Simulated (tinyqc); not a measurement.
Inside a calculation. Method: Hueckel theory of the pi electrons, for the molecule OC1=CC2=CC=CC2=C1 (SMILES; centres numbered as the heavy atoms are written). Computed by tinyqc, a small Python program that keeps every step. Settings: charge = 0. Command: `OMP_NUM_THREADS=1 python tinyqc.py 31938 31939 out.jsonl` (the two numbers bound the seeds that draw the settings). One thread of a shared host (Intel(R) Xeon(R) Processor @ 2.60GHz), about 0.01 s of CPU time with the checks.

## The Hueckel matrix

Centres:
```
centre  z_r, pi electrons of the neutral centre         h
1O                                            2  2.000000
2C                                            1  0.000000
3C                                            1  0.000000
4C                                            1  0.000000
5C                                            1  0.000000
6C                                            1  0.000000
7C                                            1  0.000000
8C                                            1  0.000000
9C                                            1  0.000000
```

Bonds:
```
i  j         k
1  2  0.800000
2  3         1
3  4         1
4  5         1
5  6         1
6  7         1
7  8         1
8  9         1
9  2         1
8  4         1
```

H_rr = alpha + h_r beta, H_rs = k_rs beta for bonded centres.

Hueckel matrix in units of beta (H = alpha + beta A), lower triangle:
```
          1O        2C        3C        4C        5C        6C        7C        8C
1O  2.000000
2C  0.800000  0.000000
3C  0.000000  1.000000  0.000000
4C  0.000000  0.000000  1.000000  0.000000
5C  0.000000  0.000000  0.000000  1.000000  0.000000
6C  0.000000  0.000000  0.000000  0.000000  1.000000  0.000000
7C  0.000000  0.000000  0.000000  0.000000  0.000000  1.000000  0.000000
8C  0.000000  0.000000  0.000000  1.000000  0.000000  0.000000  1.000000  0.000000
9C  0.000000  1.000000  0.000000  0.000000  0.000000  0.000000  0.000000  1.000000

          9C
9C  0.000000
```

## Orbitals

pi electrons, sum of z_r less the charge = 10

Diagonalise; E = alpha + x beta with beta < 0, so the largest x are filled first; degenerate levels share their electrons. P = sum n_i c_ri c_si; each orbital has its largest coefficient positive (the first on a tie).

x values: 2.534699  2.147945  1.255692  1.000000  0.365258  0.000000  -1.458683  -1.844912  -2.000000

occupations: 2.000000  2.000000  2.000000  2.000000  2.000000  0.000000  0.000000  0.000000  0.000000

coefficients:
```
         MO1        MO2        MO3        MO4        MO5        MO6        MO7        MO8
1O  0.637000   0.618243   0.360056   0.000000  -0.247148   0.000000   0.109891  -0.095952
2C  0.425754   0.114333  -0.334991   0.000000   0.505029   0.000000  -0.475100   0.461160
3C  0.284779  -0.124507  -0.354345   0.408248   0.191092   0.500000   0.302553  -0.387019
4C  0.296076  -0.381767  -0.109958   0.408248  -0.435231   0.000000   0.033770   0.252856
5C  0.169608  -0.313741   0.326230   0.408248   0.085167  -0.500000  -0.385584  -0.332333
6C  0.133829  -0.292131   0.519602   0.000000   0.466339   0.000000   0.528674   0.360270
7C  0.169608  -0.313741   0.326230  -0.408248   0.085167   0.500000  -0.385584  -0.332333
8C  0.296076  -0.381767  -0.109958  -0.408248  -0.435231   0.000000   0.033770   0.252856
9C  0.284779  -0.124507  -0.354345  -0.408248   0.191092  -0.500000   0.302553  -0.387019

          MO9
1O   0.000000
2C   0.000000
3C  -0.288675
4C   0.577350
5C  -0.288675
6C   0.000000
7C   0.288675
8C  -0.577350
9C   0.288675
```

charge and bond-order matrix P, lower triangle:
```
           1O         2C         3C         4C         5C         6C        7C        8C
1O   1.957434
2C   0.192917   1.123224
3C  -0.140767   0.644441   0.850689
4C   0.041102  -0.201125   0.508618   1.203180
5C   0.020968  -0.059864   0.309414   0.527441   0.815092
6C  -0.047056   0.170061  -0.041041  -0.217900   0.647156   1.181418
7C   0.020968  -0.059864  -0.357253  -0.139226   0.148426   0.647156  0.815092
8C   0.041102  -0.201125  -0.158048   0.536514  -0.139226  -0.217900  0.527441  1.203180
9C  -0.140767   0.644441   0.184023  -0.158048  -0.357253  -0.041041  0.309414  0.508618

          9C
9C  0.850689
```

## Energy, charges, bond orders

E = sum n x; q_r = z_r - P_rr; bond order p = P_rs; free valence = sqrt(3) - sum of p over the bonds of the atom.

pi energy = 10 alpha + this times beta = 14.607189

pi charges: 1O 0.042566, 2C -0.123224, 3C 0.149311, 4C -0.203180, 5C 0.184908, 6C -0.181418, 7C 0.184908, 8C -0.203180, 9C 0.149311

Bond orders and lengths from R = 1.517 - 0.180 p (angstrom, C-C alone):
```
bond         p         R
1-2   0.192917         -
2-3   0.644441  1.401001
3-4   0.508618  1.425449
4-5   0.527441  1.422061
5-6   0.647156  1.400512
6-7   0.647156  1.400512
7-8   0.527441  1.422061
8-9   0.508618  1.425449
9-2   0.644441  1.401001
8-4   0.536514  1.420428
```

free valence of the carbons: 2C 0.250252, 3C 0.578992, 4C 0.159478, 5C 0.557454, 6C 0.437738, 7C 0.557454, 8C 0.159478, 9C 0.578992

gap between the highest filled and the next level = 0.365258 |beta|
